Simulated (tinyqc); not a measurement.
Optical transitions of a finite quantum well: one step. Confinement energies. Two cases, with inputs chosen for the exercise.

Problem. Up to three levels for each carrier.

Each carrier sees a square well of width L with its own depth V and masses m (inside), mb (outside); c = hbar^2/2m0, k = sqrt(m E/c), kappa = sqrt(mb (V - E)/c), and level n solves k L + 2 atan[(k/m)/(kappa/mb)] = n pi. The envelope is cos(kz) for odd n and sin(kz) for even n inside, joins exp(-kappa (|z| - L/2)) outside, and is normalised to 1. Excitons and band mixing are left out.

Constants: hbar^2/2m0 = 3.80998211 eV angstrom^2.

Case 1.

Values chosen (near those of an InGaAs well in InP; not measured data):
- L = 184 angstrom (well width)
- Eg = 0.818 eV (gap of the well)
- Vc = 0.244 eV (conduction offset)
- Vv = 0.355 eV (valence offset)
- me = 0.0411 m0 (electron, well)
- meb = 0.0777 m0 (electron, barrier)
- mh = 0.374 m0 (heavy hole along z, well)
- mhb = 0.533 m0 (heavy hole, barrier)
- ml = 0.0521 m0 (light hole along z, well)
- mlb = 0.1255 m0 (light hole, barrier)

Case 2.

Values chosen (near those of a GaAs well in AlGaAs; not measured data):
- L = 88 angstrom (well width)
- Eg = 1.541 eV (gap of the well)
- Vc = 0.259 eV (conduction offset)
- Vv = 0.136 eV (valence offset)
- me = 0.0657 m0 (electron, well)
- meb = 0.0936 m0 (electron, barrier)
- mh = 0.359 m0 (heavy hole along z, well)
- mhb = 0.414 m0 (heavy hole, barrier)
- ml = 0.0891 m0 (light hole along z, well)
- mlb = 0.1086 m0 (light hole, barrier)

Give: a table of level, E (eV), k (1/angstrom), kappa (1/angstrom).

Solution.

Case 1.

Levels:
```
level  E (eV)  k (1/angstrom)  kappa (1/angstrom)
e1     0.0163         0.01325             0.06815
e2     0.0656         0.02660             0.06032
e3     0.1477         0.03992             0.04431
hh1    0.0026         0.01596             0.22204
hh2    0.0104         0.03193             0.21957
hh3    0.0234         0.04789             0.21539
lh1    0.0139         0.01378             0.10600
lh2    0.0562         0.02771             0.09922
lh3    0.1281         0.04185             0.08645
```

Case 2.

Levels:
```
level  E (eV)  k (1/angstrom)  kappa (1/angstrom)
e1     0.0373         0.02536             0.07380
e2     0.1458         0.05015             0.05273
hh1    0.0091         0.02933             0.11741
hh2    0.0361         0.05836             0.10416
hh3    0.0795         0.08653             0.07838
lh1    0.0258         0.02455             0.05605
lh2    0.0968         0.04758             0.03342
```

Computed by tinyqc, one run a case: `OMP_NUM_THREADS=1 python tinyqc.py N N+1 out.jsonl` with N = 1282078, 1282347; one thread of a shared Intel(R) Xeon(R) Processor @ 2.30GHz, about 0.1 s a run at most.
